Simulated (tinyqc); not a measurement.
## Bandgap voltage reference from two bipolar transistors: output against temperature

Two transistors of area 1 and N carry the same current I. Is(T) = Is (T/T0)^eta exp[(Vg0 q/kB)(1/T0 - 1/T)], VBE1 = Vt ln(I/Is(T)) + I rb, VBE2 = Vt ln(I/(N Is(T))) + I rb/N. The amplifier forces I R1(T) = VBE1 - VBE2 + Vos, with R(T) = R (1 + tc (T - T0)) for both resistors, and the output is Vref = VBE1 + I R2(T). Base currents and the Early effect are neglected.

Vt = kB T/q; I = (Vt ln N + Vos)/(R1(T) - rb (1 - 1/N)).

Values chosen for this exercise; values of the order met in silicon bipolar transistors: reference temperature T0 = 300 K; band-gap voltage extrapolated to 0 K Vg0 = 1.204 V; temperature exponent of the saturation current eta = 3.7; saturation current of the unit transistor at T0 Is = 9.6e-18 A; area ratio of the second transistor N = 24; resistor across which the difference of VBE falls, at T0 R1 = 8.5 kohm; temperature coefficient of both resistors tc = -600 ppm/K; offset of the amplifier Vos = 0 mV; series resistance of the unit transistor rb = 64 ohm; output resistor at T0 R2 = 55.09 kohm.

Constants: q = 1.602176634e-19 C, kB = 1.380649e-23 J/K. Results are converted to the units shown.

Output against temperature:

| T (K) | I (uA) | VBE1 (V) | I R2 (V) | Vref (V) | Vref - Vref(T0) (mV) | dVref/dT (uV/K) |
|---|---|---|---|---|---|---|
| 218 | 6.7408 | 0.86415 | 0.38962 | 1.2538 | 2.1045 | 8.2248 |
| 233 | 7.2674 | 0.83733 | 0.41645 | 1.2538 | 2.1245 | -5.3840 |
| 253 | 7.9839 | 0.80127 | 0.45224 | 1.2535 | 1.8479 | -22.001 |
| 273 | 8.7175 | 0.76489 | 0.48803 | 1.2529 | 1.2545 | -37.107 |
| 298 | 9.6594 | 0.71899 | 0.53278 | 1.2518 | 0.10963 | -54.170 |
| 323 | 10.630 | 0.67268 | 0.57754 | 1.2502 | -1.4396 | -69.501 |
| 348 | 11.631 | 0.62600 | 0.62231 | 1.2483 | -3.3530 | -83.338 |
| 373 | 12.664 | 0.57897 | 0.66709 | 1.2461 | -5.5957 | -95.874 |
| 398 | 13.730 | 0.53163 | 0.71189 | 1.2435 | -8.1371 | -107.26 |
| 423 | 14.830 | 0.48401 | 0.75670 | 1.2407 | -10.950 | -117.61 |

VBE1 falls by 1.85 mV/K on average and I R2 rises by 1.79 mV/K. The slope of Vref vanishes at T = 227 K. Between 233 and 398 K Vref spans 10.3 mV, or 49.8 ppm/K by the box method (span over the average over T, over 165 K).

tinyqc, about 0.02 s, one thread, Intel Xeon 2.30GHz (shared host): `OMP_NUM_THREADS=1 python tinyqc.py 2062062 2062063 out.jsonl`
